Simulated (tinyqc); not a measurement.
Photoconductance decay in a wafer: bulk and surface recombination modes, and iron detection by pair splitting. From tau_eff back to surface recombination velocity S. Computed by tinyqc, a small Python program. Command: `OMP_NUM_THREADS=1 python tinyqc.py 3113722 3113723 out.jsonl pcd inv`. One thread of a shared host (Intel(R) Xeon(R) Processor @ 2.30GHz), about 0.06 s of CPU time with the checks.

Both faces of the wafer have the same S; injection is low and all coefficients are constant. x runs from -W/2 to W/2.

Inputs (values chosen for the exercise, modelled on p-type silicon): thickness W = 200 micrometre; diffusivity D = 20.6 cm^2/s; bulk lifetime tau_b without iron = 1500 microsecond.

Method. Even modes cos(a x) obey b tan b = S W/(2 D) with b = a W/2, odd modes sin(a x) obey -b cot b = S W/(2 D); each decays at the rate 1/tau_b + D a^2. tau_eff is the decay time of the first mode. The surface time is 1/(D a^2) of that mode; shortcuts for it are W/(2 S), W^2/(pi^2 D) and their sum, whose error is sum/surface time - 1.

Task: A run gave the result below. Find the surface recombination velocity S, known to lie between 15000 and 31000 cm/s.

tau_eff = 2.2949 microsecond

Result:

Each step takes the trial c = (a f_b - b f_a)/(f_b - f_a), f being the result less the target and a, b, c the logarithms of the listed values; c replaces end b, the old b replaces a if the sign of f changed, and otherwise f_a is halved.

Scan of the range:

| surface recombination velocity S (cm/s) | tau_eff (microsecond) |
|---|---|
| 15000 | 2.53337 |
| 16900 | 2.46705 |
| 19100 | 2.40718 |
| 21600 | 2.35432 |
| 24300 | 2.30974 |
| 27500 | 2.26850 |
| 31000 | 2.23335 |

False position (Illinois rule, in the logarithm of the input) inside the bracket:

| step | end a | end b | trial | tau_eff (microsecond) |
|---|---|---|---|---|
| 1 | 24300.0 | 27500.0 | 25406.4 | 2.29428 |
| 2 | 24300.0 | 25406.4 | 25319.3 | 2.29545 |
| 3 | 25406.4 | 25319.3 | 25360.1 | 2.29490 |
| 4 | 25319.3 | 25360.1 | 25360.0 | 2.29490 |

tau_eff falls at every point of a 13-point scan of the range (every second point is shown), so one value fits; it is bracketed by 24300 and 27500. Answer: surface recombination velocity S = 25360 cm/s.
